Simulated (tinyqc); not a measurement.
Electron density from the filling shift.

Inverse problem. At zero temperature the Burstein-Moss shift of one parabolic valley is (C/me + C/mh) kF^2 with kF = (3 pi^2 n)^(1/3), C = hbar^2/(2 m0). Find kF and n.

Values chosen for this exercise:

| symbol | value | unit | meaning |
|---|---|---|---|
| me | 0.0659 | m0 | electron mass |
| mh | 0.508 | m0 | hole mass |

Constants: q = 1.602176634e-19 C, hbar = 1.054571817e-34 J s, m0 = 9.1093837015e-31 kg, hbar^2/(2 m0) = 0.0380998212 eV nm^2. Results are converted to the units shown.

filling shift = 345.60998 meV

Solution. The shift gives kF^2, and n = kF^3/(3 pi^2).

kF = 0.727 1/nm
n = 1.30e19 cm^-3

Numbers from tinyqc (`OMP_NUM_THREADS=1 python tinyqc.py 2330122 2330123 out.jsonl`; about 0.01 s on one thread of a shared Intel Xeon 2.30GHz).
